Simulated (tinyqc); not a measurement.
Worked calculation: tight binding, dimerised chain. One step of it, computed by the program tinyqc.

Task: Open chain of 5 cells. The same hoppings without the wrap-around bond.

H of the open chain (eV):
```
[[0.000000, -1.080000, 0.000000, 0.000000, 0.000000, 0.000000, 0.000000, 0.000000, 0.000000, 0.000000],
 [-1.080000, 0.000000, -1.330000, 0.000000, 0.000000, 0.000000, 0.000000, 0.000000, 0.000000, 0.000000],
 [0.000000, -1.330000, 0.000000, -1.080000, 0.000000, 0.000000, 0.000000, 0.000000, 0.000000, 0.000000],
 [0.000000, 0.000000, -1.080000, 0.000000, -1.330000, 0.000000, 0.000000, 0.000000, 0.000000, 0.000000],
 [0.000000, 0.000000, 0.000000, -1.330000, 0.000000, -1.080000, 0.000000, 0.000000, 0.000000, 0.000000],
 [0.000000, 0.000000, 0.000000, 0.000000, -1.080000, 0.000000, -1.330000, 0.000000, 0.000000, 0.000000],
 [0.000000, 0.000000, 0.000000, 0.000000, 0.000000, -1.330000, 0.000000, -1.080000, 0.000000, 0.000000],
 [0.000000, 0.000000, 0.000000, 0.000000, 0.000000, 0.000000, -1.080000, 0.000000, -1.330000, 0.000000],
 [0.000000, 0.000000, 0.000000, 0.000000, 0.000000, 0.000000, 0.000000, -1.330000, 0.000000, -1.080000],
 [0.000000, 0.000000, 0.000000, 0.000000, 0.000000, 0.000000, 0.000000, 0.000000, -1.080000, 0.000000]]
```

Give: levels; weights of the highest filled level on the sites.

Result:

levels (eV): [-2.3116, -2.0240, -1.5696, -0.9811, -0.2039, 0.2039, 0.9811, 1.5696, 2.0240, 2.3116]

weights of the highest filled level on the sites: [0.2351, 0.0084, 0.1441, 0.0340, 0.0784, 0.0784, 0.0340, 0.1441, 0.0084, 0.2351]

The bulk gap runs from -0.2500 to 0.2500 eV; 2 level(s) of this chain lie inside it: end states, which need the weaker bond inside the cell and a chain longer than their decay length.
